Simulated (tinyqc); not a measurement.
Worked calculation: CIS and TDHF on RHF in the 6-31g basis, for H2, spin multiplicity 1. One step of it, computed by the program tinyqc.

Question. CIS singlet states. Diagonalise A (1 hartree = 27.211386 eV); each vector has its largest component positive (the first on a tie). The transition dipole is mu = sqrt2 sum c_ia <i|r|a>.

CIS matrix A, singlet (hartree), lower triangle:
```
           1>2       1>3       1>4
1>2   0.440523
1>3   0.000000  1.137622
1>4  -0.025558  0.000000  1.281267
```

dipole integrals <i|r|a> (bohr):
```
            x         y          z
1>2  0.000000  0.000000  -1.290499
1>3  0.000000  0.000000   0.000000
1>4  0.000000  0.000000   0.034855
```

Give: singlet excitation energies; lowest vectors; oscillator strengths 2/3 w |mu|^2.

Answer.

singlet excitation energies (eV): 11.9661  30.9563  34.8862

lowest vectors:
```
     state 1  state 2  state 3
1>2   0.9995   0.0000  -0.0304
1>3   0.0000   1.0000   0.0000
1>4   0.0304   0.0000   0.9995
```

oscillator strengths 2/3 w |mu|^2: 0.9740  0.0000  0.0094
